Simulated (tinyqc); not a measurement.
What each parameter does: Shockley state of an s-p chain by decimation.

Each site has s at -d/2 and p at +d/2: H0 = diag(-d/2, d/2). The block to the next site on the right is H1 = [[-ts, u], [-u, tp]] (rows s, p of site n; columns s, p of site n + 1). Bulk: H(k) = [[-d/2 - 2 ts cos k, 2i u sin k], [-2i u sin k, d/2 + 2 tp cos k]]. The bands are inverted at k = pi if d < 2 (ts + tp).

Decimation (Sancho-Rubio) at z = E + i eta: start with es = e = H0, A = H1, B = H1^T. Each round forms g = (z - e)^-1 and sets es += A g B, e += A g B + B g A, A = A g A, B = B g B, doubling the length covered. Stop when all |A| < 1e-10. Surface G = (z - es)^-1, bulk G = (z - e)^-1; densities -Im tr G/pi.

Parameters, chosen for this exercise:
- d = 2.76 eV (Ep - Es)
- ts = 0.71 eV (s-s hopping)
- tp = 1.75 eV (p-p hopping)
- u = 0.74 eV (s-p hopping)
- E = 0.13 eV (energy)
- eta = 0.02 eV (broadening)

Gap edges from 201 k points between 0 and pi, and the surface density at E by decimation.

One parameter was then changed.

Results before and after:
```
case     top of lower band (eV)  bottom of upper band (eV)  surface density (1/eV)
base                    -1.8083                     0.0400                  0.0881
changed                 -1.8032                    -0.0980                  0.1117
```

Which of these changes was made? (a) eta = 0.04 eV; (b) ts = 0.781 eV; (c) u = 0.814 eV; (d) d = 3.036 eV; (e) tp = 1.925 eV.

Answer: (d) d = 3.036 eV. Of the candidates, run in turn, only this one gives the changed row.

All candidates:
```
case           top of lower band (eV)  bottom of upper band (eV)  surface density (1/eV)
base                          -1.8083                     0.0400                  0.0881
d = 3.036 eV                  -1.8032                    -0.0980                  0.1117
ts = 0.781 eV                 -1.7690                     0.1820                  0.0206
tp = 1.925 eV                 -1.8809                     0.0400                  0.0917
u = 0.814 eV                  -1.9299                     0.0400                  0.0786
eta = 0.04 eV                 -1.8083                     0.0400                  0.0938
```

The base chain is inverted, so a surface state lies in the gap; E lies in the upper band.

tinyqc: `OMP_NUM_THREADS=1 python tinyqc.py 1480641 1480642 out.jsonl`; about 0.2 s, one thread, shared Intel(R) Xeon(R) Processor @ 2.30GHz.
